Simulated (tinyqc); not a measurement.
# AlGaN/GaN HEMT with access regions, lumped model: several studies

A polarisation-induced electron sheet under a Schottky gate, in series with two ungated access regions and contacts. Drift law v = mu E/(1 + mu E/vs) under the gate. Currents in mA/mm, resistances in ohm mm. No self-heating, no channel-length modulation; fits for polarisation, barrier and offset are chosen for the exercise.

Inputs (values chosen for the exercise); values close to those of AlGaN/GaN structures: aluminium share of the barrier x = 0.33; barrier thickness d = 18 nm; relative permittivity of barrier and channel eps_r = 9.4; channel mobility mu = 1200 cm^2/(V s); saturation velocity vs = 1.5e7 cm/s; gate length Lg = 0.5 um; source access length Ls = 1.5 um; drain access length Ld = 12 um; resistance of each contact Rc = 0.34 ohm mm; share of the drain-access electrons removed by traps ft = 0; gate voltage Vg = 0.5 V.

Constants: q = 1.602176634e-19 C, eps0 = 8.8541878128e-14 F/cm where lengths are in cm. Results are converted to the units shown.

Each table varies one quantity; the others keep the values above.

## Effect of the share of the drain-access electrons removed by traps

sigma = (5e13 x + 1.6e13 x^2) cm^-2, phiB = 0.84 + 1.3 x, dEc = 0.7 (1.71 x + x^2) in volts, Cb = eps0 eps_r/d, VT = phiB - dEc - q sigma/Cb, access density n0 = -Cb VT/q. Access resistance R(L, n) = L/(q mu n sqrt(1 - (I/(q n vs))^2)); Rs = Rc + R(Ls, n0), Rd = Rc + R(Ld, (1 - ft) n0). Vg' = Vg - I Rs, Vd' = Vd - I (Rs + Rd); with u = Vg' - VT, Vc = vs Lg/mu and w the smaller of Vd' and Vc [sqrt(1 + 2 u/Vc) - 1] (0 if negative), the channel gives (mu Cb/Lg)(u w - w^2/2)/(1 + w/Vc). I equals that channel current. Isat is I at Vd = 10 V, gm = dIsat/dVg, Ron the limit of Vd/I at small Vd.

The same in every row: VT (V) = -5.523; n0 (cm^-2) = 1.594e13.

Effect of the share of the drain-access electrons removed by traps:
```
ft	Ron (ohm mm)	Isat (mA/mm)	gm (mS/mm)
0	5.235	1648	69.79
0.1	5.670	1539	41.02
0.2	6.214	1412	24.36
0.3	6.913	1272	14.42
0.4	7.845	1119	8.389
0.5	9.150	955.7	4.701
0.6	11.11	782.4	2.466
0.7	14.37	599.8	1.152
```

As ft goes from 0 to 0.7, Ron rises from 5.23 to 14.4 ohm mm, Isat falls from 1650 to 600 mA/mm and gm falls from 69.8 to 1.15 mS/mm. The ceiling Cb vs is 694 mS/mm. In every row the power passes 5 W/mm, where self-heating, left out here, lowers the current. In every row the gated channel is not yet saturated at 10 V, because the access regions take the voltage, and gm drops.

## Effect of the source access length

Same model as above.

The same in every row: VT (V) = -5.523; n0 (cm^-2) = 1.594e13.

Results:
```
Ls (um)	Ron (ohm mm)	Isat (mA/mm)	gm (mS/mm)
0.1	4.778	1807	44.15
0.3	4.843	1783	47.07
0.6	4.941	1749	51.85
1.5	5.235	1648	69.79
2.5	5.561	1542	98.58
4	6.050	1386	171.1
```

Estimate the missing row, Ls = 1 um.

Computed row:
```
Ls (um)	Ron (ohm mm)	Isat (mA/mm)	gm (mS/mm)
1	5.072	1703	59.09
```

With this row back in the table: As Ls goes from 0.1 to 4 um, Ron rises from 4.78 to 6.05 ohm mm, Isat falls from 1810 to 1390 mA/mm and gm rises from 44.1 to 171 mS/mm. The ceiling Cb vs is 694 mS/mm. In every row the power passes 5 W/mm, where self-heating, left out here, lowers the current. In every row the gated channel is not yet saturated at 10 V, because the access regions take the voltage, and gm drops.

## Effect of the aluminium share of the barrier

Same model as above.

Effect of the aluminium share of the barrier:
```
x	VT (V)	n0 (cm^-2)	Ron (ohm mm)	Isat (mA/mm)	gm (mS/mm)
0.12	-1.317	3.800e12	19.66	280.6	184.1
0.17	-2.268	6.546e12	11.73	572.5	241.3
0.22	-3.251	9.383e12	8.404	916.1	279.9
0.27	-4.265	1.231e13	6.574	1274	133.2
0.32	-5.310	1.533e13	5.417	1587	75.10
0.37	-6.387	1.843e13	4.620	1890	55.31
0.42	-7.495	2.163e13	4.039	2188	44.83
```

Read the table: what changes, and by how much?

As x goes from 0.12 to 0.42, Ron falls from 19.7 to 4.04 ohm mm, Isat rises from 281 to 2190 mA/mm and gm goes from 184 through a maximum of 280 (at x = 0.22 among the rows listed) to 44.8 mS/mm. VT falls from -1.32 to -7.49 V. For x = 0.17 to 0.42 the power passes 5 W/mm, where self-heating, left out here, lowers the current. For x = 0.27 to 0.42 the gated channel is not yet saturated at 10 V, because the access regions take the voltage, and gm drops.

Program tinyqc, `OMP_NUM_THREADS=1 python tinyqc.py 2570032 2570033 out.jsonl`; Intel Xeon 2.30GHz, shared host, one thread, about 0.02 s.
